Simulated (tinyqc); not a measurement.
# Series resistance and length offset from two lengths at two overdrives

Inverse problem. In strong inversion R W = Rsd + k(x)(L - dL), k(x) = (1 + th1 x)/(mu0 Cox x), x the overdrive, Cox = eps0 eox/tox, with Rsd and dL independent of x. Find dL, Rsd, mu0 and th1.

Parameters, values chosen for the exercise: relative permittivity of the gate insulator (close to silicon nitride) eox = 7.72; insulator thickness tox = 2.4 nm.

Constants: eps0 = 8.8541878128e-14 F/cm where lengths are in cm. Results are converted to the units shown.

total resistance times width (ohm um):

|  | L = 0.064 um | L = 1.2 um |
|---|---|---|
| overdrive 0.58 V | 579.441894 | 10959.1438 |
| overdrive 1.27 V | 411.417391 | 6729.93136 |

Answer. At each overdrive R W is a straight line in L; the two lines cross at L = dL, R W = Rsd. Their slopes give k x = (1 + th1 x)/(mu0 Cox), a straight line in x.

dL = 0.01700 um
Rsd = 150.0 ohm um
mu0 = 92.00 cm^2/(V s)
th1 = 0.6700 1/V

tinyqc, about 0.02 s, one thread, Intel Xeon 2.30GHz (shared host): `OMP_NUM_THREADS=1 python tinyqc.py 2210157 2210158 out.jsonl`
